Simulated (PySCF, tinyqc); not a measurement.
Worked calculation: CID on RHF in the sto-3g basis, for H2, spin multiplicity 1. The lowest restricted solution is unstable here: a spin-polarised one lies 0.0031 hartree lower (PySCF). One step of it, computed by the program tinyqc.

Task: CID: roots. Diagonalise (each vector has its largest component positive (the first on a tie)); all determinants have Ms = 0, so triplets appear too. The lowest singlet root is the correlation energy.

Occupation strings over the orbitals (2 doubly, a alpha, b beta, 0 empty; spin orbitals ordered 1a 1b 2a 2b ...): 20 02

H - E(HF) between determinants (hartree):
```
,20,02
20,0.000000,0.211644
02,0.211644,0.768876
```

Give: lowest roots of this matrix, relative to E(HF); lowest vectors; <S^2> of these roots; weight of the ground state by excitation level 0, 1, 2, ....

Result:

lowest roots of this matrix, relative to E(HF) (hartree): -0.0544  0.8233

lowest vectors:
```
,root 1,root 2
20,0.9685,0.2490
02,-0.2490,0.9685
```

<S^2> of these roots: 0.0000  0.0000

weight of the ground state by excitation level 0, 1, 2, ...: 0.9380  0.0000  0.0620
